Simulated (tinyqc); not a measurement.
Gaps against pressure: band gaps under pressure and temperature from deformation potentials.

Murnaghan: V/V0 = (1 + Bp P/B0)^(-1/Bp), B0 = (C11 + 2 C12)/3. Each gap moves by a ln(V/V0) with its volume potential a, and falls with temperature by aV T^2/(T + bV) (Varshni); the two effects are added. No change of phase is considered.

Values chosen for the exercise (near those of Ge, the X and L potentials typical of such crystals; the results hold for these values, not for the real material):
```
symbol  value                  unit   meaning
Eg      0.899                  eV     gap at Gamma to the s-like level at 0 K, 0 GPa
EgX     0.918                  eV     gap to X at 0 K, 0 GPa
EgL     0.738                  eV     gap to L at 0 K, 0 GPa
C11     130.8                  GPa
C12     48.2                   GPa
Bp      4.94                          pressure derivative of the bulk modulus
aG      -9.33                  eV     volume potential of the Gamma gap
aX      2.05                   eV     volume potential of the X gap
aL      -2.65                  eV     volume potential of the L gap
aV      (0.579, 0.475, 0.456)  meV/K  Varshni alpha of Gamma, X, L
bV      (285, 217, 237)        K      Varshni beta of Gamma, X, L
T       400                    K      temperature
```

The last column is the linear form E0 + c1 P for Gamma, c1 = -aG/B0.

Gaps (eV):
```
P (GPa)  ln(V/V0)  Gamma      X      L  lowest  Gamma, linear
0.00       0.0000  0.764  0.795  0.623       L          0.764
1.00      -0.0128  0.883  0.769  0.657       L          0.887
2.00      -0.0248  0.995  0.744  0.689       L          1.010
3.00      -0.0362  1.101  0.721  0.719       L          1.133
4.00      -0.0469  1.202  0.699  0.748       X          1.257
5.00      -0.0571  1.297  0.678  0.775       X          1.380
6.00      -0.0669  1.388  0.658  0.801       X          1.503
7.00      -0.0761  1.474  0.639  0.825       X          1.626
8.00      -0.0850  1.557  0.621  0.849       X          1.749
```

How do the results move, and what explains it?

Over 8 GPa Gamma moves by +0.793, L by +0.225 and X by -0.174 eV. The lowest valley changes: L to X between 3.00 and 4.00 GPa, and the fundamental gap peaks at 0.719 eV on these points. The linear form overshoots by 192 meV at the end, because the crystal stiffens; the gap is linear in ln V, not in P.

Run: tinyqc, `OMP_NUM_THREADS=1 python tinyqc.py 1080874 1080875 out.jsonl`; Intel(R) Xeon(R) Processor @ 2.30GHz, one thread, shared host; about 0.01 s of CPU time with all checks.
